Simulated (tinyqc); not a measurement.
CMOS latch-up, two-transistor model: one step of the calculation.

A parasitic pnp (emitter at Vdd, base shunted by Rw) and npn (emitter at ground, base shunted by Rs) feed each other: the npn collector current flows out of the pnp base node, the pnp collector current into the npn base node. Forward-active transistors with constant gains: Icn = Isn exp(Vn/Vt), Icp = Isp (exp(Vp/Vt) - 1). A current Ii is injected into the npn base node.

Task. Holding current and voltage. On state with both base-emitter voltages at Von: npn base current Ib = (Von/Rs + bp Von/Rw)/(bn bp - 1), holding current Ih = (bn + 1) Ib + Von/Rs, holding voltage Vh = Vsat + Von + R2 (Ib + Von/Rs).

Values chosen for this exercise; values close to those of bulk CMOS: current gain of the npn bn = 20.7; current gain of the pnp bp = 3.7; substrate resistance shunting the npn Rs = 1000 ohm; well resistance shunting the pnp Rw = 2500 ohm; resistance from the pnp collector to the npn base R2 = 120 ohm; base-emitter voltage in the on state Von = 0.79 V; saturation voltage Vsat = 0.19 V; supply voltage Vdd = 1.2 V.

Find: bn bp; Ib; Ih; Vh.

Result.

bn bp = 76.59
Ib = 0.02592 mA
Ih = 1.352 mA
Vh = 1.078 V

Vh is below Vdd = 1.2 V, so the supply can sustain a latched state.

Computed by the program tinyqc: `OMP_NUM_THREADS=1 python tinyqc.py 2670133 2670134 out.jsonl`, one thread of a shared Intel Xeon 2.30GHz, about 0.07 s for the whole run.
